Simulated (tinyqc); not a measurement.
Inside a calculation. Method: coherent transport through a tight-binding region between two chains. Computed by tinyqc, a small Python program that keeps every step. Settings: temperature = 300, mu = 0.23. Command: `OMP_NUM_THREADS=1 python tinyqc.py 31901 31902 out.jsonl` (the two numbers bound the seeds that draw the settings). One thread of a shared host (Intel(R) Xeon(R) Processor @ 2.60GHz), about 0.07 s of CPU time with the checks.

## Transmission at E = 0.9 eV

H of the central region (eV):
$$\begin{pmatrix}
0.000000 & -2.190000 & 0.000000 & -2.190000 \\
-2.190000 & 0.000000 & -2.190000 & 0.000000 \\
0.000000 & -2.190000 & 0.000000 & -2.190000 \\
-2.190000 & 0.000000 & -2.190000 & 0.000000
\end{pmatrix}$$

Leads: semi-infinite chains with site energy 0:
```
parameter                           value
lead hopping t (eV)              1.410000
coupling to the left lead (eV)   1.380000
coupling to the right lead (eV)  0.260000
left contact site                       1
right contact site                      2
```

E = 0.900000 eV

Surface Green function g = (E - i sqrt(4 t^2 - E^2)) / (2 t^2); self-energy tc^2 g on each contact site; G = (E - H - Sigma)^(-1); Gamma = -2 Im Sigma; T = Gamma_L Gamma_R |G_LR|^2; local density of states -Im G_ii / pi.

g = 0.226347-0.672131i 1/eV

G (1/eV):
$$\begin{pmatrix}
0.386950-0.341914i & 0.085687-0.079312i & -0.423210+0.372176i & 0.088235-0.073637i \\
0.085687-0.079312i & 0.526923-0.030106i & 0.157447+0.080542i & -0.591627-0.002993i \\
-0.423210+0.372176i & 0.157447+0.080542i & 0.361277-0.407980i & 0.150704+0.087121i \\
0.088235-0.073637i & -0.591627-0.002993i & 0.150704+0.087121i & 0.529694-0.032810i
\end{pmatrix}$$

local density of states (1/eV): [0.108835, 0.009583, 0.129864, 0.010444]

transmission = 0.003171

## Transmission across the band

The same steps on a grid of energies.

T(E):
```
E (eV)              T
-2.67900000  0.001038
-2.41110000  0.002505
-2.14320000  0.003471
-1.87530000  0.004044
-1.60740000  0.004271
-1.33950000  0.004159
-1.07160000  0.003681
-0.80370000  0.002818
-0.53580000  0.001643
-0.26790000  0.000498
0.00000000          0
0.26790000   0.000498
0.53580000   0.001643
0.80370000   0.002818
1.07160000   0.003681
1.33950000   0.004159
1.60740000   0.004271
1.87530000   0.004044
2.14320000   0.003471
2.41110000   0.002505
2.67900000   0.001038
```

levels of the isolated region (eV): [-4.380000, 0.000000, 0.000000, 4.380000]

## Current

I = (2e/h) int T(E) [f(E - mu - V/2) - f(E - mu + V/2)] dE at 300 K with mu = 0.23 eV, the bias not changing H; 2e^2/h = 77.48092 microsiemens; the integral runs over the band on 4001 points.

Current:
```
V (volt)  I (microampere)
0.010000         0.000298
0.050000         0.001494
0.100000         0.003013
0.200000         0.006228
0.400000         0.014061
0.800000         0.040252
```
